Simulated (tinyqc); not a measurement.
Bloch-Grueneisen resistivity of a metal: one step, computed by the program tinyqc. Command: `OMP_NUM_THREADS=1 python tinyqc.py 3012876 3012877 out.jsonl bg walk`. One thread of a shared host (Intel(R) Xeon(R) Processor @ 2.30GHz), about 0.01 s of CPU time with the checks.

Electrons scatter from a Debye spectrum of phonons (n = 5 for scattering within one band, n = 3 for scattering into a second, heavy band) and from static defects.

Task: Total resistivity and derived numbers. J_n(y) = int_0^y x^n e^x/(e^x - 1)^2 dx, by 96 Gauss-Legendre points (upper limit at most 60). rho_ph = (n - 1) rho_1 (T/Theta)^n J_n(Theta/T), with rho_1 = 2 pi lambda_tr k_B Theta/(hbar eps_0 w_p^2), the high-temperature line at T = Theta. rho = rho_0 + A T^2 + rho_ph. Temperature coefficient (1/rho) d rho/dT by a central difference of +/- 0.5 K; residual ratio rho(295 K)/rho(4.2 K); scattering time tau = 1/(eps_0 w_p^2 rho); Wiedemann-Franz kappa = L_0 T/rho, L_0 = (pi^2/3)(k_B/e)^2.

Inputs (values chosen for the exercise, modelled on cobalt):
```
quantity                      value            unit
exponent n                        5               -
Debye temperature Theta         400               K
transport coupling lambda_tr   0.23               -
Drude plasma energy hbar w_p    6.7              eV
residual resistivity rho_0      0.5     microohm cm
temperature T                   600               K
coefficient A of T^2            1.2  picoohm cm/K^2
```

Addition: T^2 term.

Constants: k_B = 1.380649e-23 J/K; hbar = 1.054571817e-34 J s; eps_0 = 8.8541878128e-12 F/m; hbar = 6.582119569e-16 eV s; k_B = 8.617333262e-05 eV/K.

Give: resistivity rho; temperature coefficient; residual resistance ratio; scattering time; Wiedemann-Franz conductivity.

Result:

resistivity rho = 13.01 microohm cm

temperature coefficient = 1.734 1e-3/K

residual resistance ratio = 12.21

scattering time = 8.381 fs

Wiedemann-Franz conductivity = 112.7 W/(m K)

Caution: scattering from magnetic disorder, left out here, raises the resistivity of this ferromagnet well above the phonon value.
